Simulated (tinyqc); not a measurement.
Worked calculation: three-level Kane dispersion of a narrow-gap semiconductor. Values are carried at full precision from step to step, so a last printed digit may differ when a step is redone from the rounded ones.

Zero of energy at Gamma8, c = hbar^2/2m0, P^2 = Ep c. The free-electron term and remote bands are left out, so the heavy holes are flat at E = 0 and the other three bands obey E (E - Eg)(E + Dso) = P^2 k^2 (E + 2 Dso/3). The conduction band is the highest root; its edge is Ec = max(Eg, 0).

Constants: hbar^2/2m0 = 3.80998211 eV angstrom^2; hbar = 6.58211957e-16 eV s; e^2/(4 pi eps0) = 14.39964547 eV angstrom; muB = 5.788381798e-05 eV/T.

Parameters, chosen for this exercise (near those of GaSb; shifted at random, so the results belong to these values and not to a real crystal): Eg = 0.826 eV (E(Gamma6) - E(Gamma8)); Dso = 0.8 eV (spin-orbit splitting); Ep = 28 eV (Kane energy); k = 0.011 1/angstrom (wave vector); n = 1.5e+18 cm^-3 (electron density); eps = 14.3 (high-frequency dielectric constant); B = 1.7 T (magnetic field).

## The three bands at one k

Expand the equation into E^3 + a2 E^2 + a1 E + a0 = 0 and give its roots; compare with the two-level form (Dso to infinity) E = Eg/2 +/- sqrt(Eg^2/4 + (2/3) P^2 k^2).

P^2 k^2 = 0.012908 eV^2

a2, a1, a0: [-0.026000, -0.673708, -0.006884]

roots (eV): [-0.8027, -0.0102, 0.8389]

two-level form (eV): [-0.0103, 0.8363]

The two-level form misses the highest root by -2.6 meV. The order is normal: Gamma6 forms the conduction band.

## Mass at the edge and limiting velocity

m0* = Eg (Eg + Dso)/(Ep (Eg + 2 Dso/3)). In the two-level form the velocity tends to v = sqrt(2/3) P/hbar, and |Eg| = 2 m v^2 with m = 3 |Eg|/(2 Ep), as for a relativistic particle. 1 angstrom = 1e-10 m.

m0* = 0.03529 m0
P = 10.3286 eV angstrom
v = 1.281e+06 m/s
k at which the linear part sets in, |Eg|/(2 hbar v) = 0.04897 1/angstrom

## Fermi level and mass at a given density

Degenerate electrons at T = 0: kF = (3 pi^2 n)^(1/3), 1 cm^-3 = 1e-24 angstrom^-3; EF is the highest root at kF. The momentum (cyclotron, optical) mass is m(E) = hbar^2 k/(dE/dk) = c d(k^2)/dE with d(k^2)/dE = k^2 [1/E + 1/(E - Eg) + 1/(E + Dso) - 1/(E + 2 Dso/3)]; the density of states is k d(k^2)/dE/(2 pi^2).

Edge mass m0* = Eg (Eg + Dso)/(Ep (Eg + 2 Dso/3)).

Compare EF - Ec with the parabolic value c kF^2/m0*.

kF = 0.03541 1/angstrom
EF - Ec = 0.1198 eV
parabolic value = 0.1354 eV
m(EF) = 0.04443 m0
m(EF)/m0* = 1.259
density of states at EF = 2.092e+19 1/(eV cm^3)

The parabola overstates EF - Ec by a factor of 1.13; (EF - Ec)/|Eg| = 0.15, and the two-level rule 1 + 2 (EF - Ec)/|Eg| = 1.290 estimates the mass ratio. Side valleys about 0.1 eV up, left out here, start to fill at about this Fermi level.

## Plasma and cyclotron energies

hbar wp = sqrt(8 pi c (e^2/4 pi eps0) n/(eps m)), hbar wc = 2 muB B/m (classical limit), with m = m(EF) and, for comparison, the edge mass; n in angstrom^-3.

hbar wp with m(EF), with m0* (meV): [57.06, 64.02]

hbar wc with m(EF), with m0* (meV): [4.43, 5.58]

EF - Ec = 119.8 meV is 27 times hbar wc, so the classical value applies.

## Checks

- Roots of the cubic against the 8 x 8 Kane matrix without remote terms: they agree to 1e-10 or better.
- m(E) near the edge against m0*: both 0.03529.

tinyqc: `OMP_NUM_THREADS=1 python tinyqc.py 1051124 1051125 out.jsonl`; about 0.01 s, one thread, shared Intel(R) Xeon(R) Processor @ 2.30GHz.
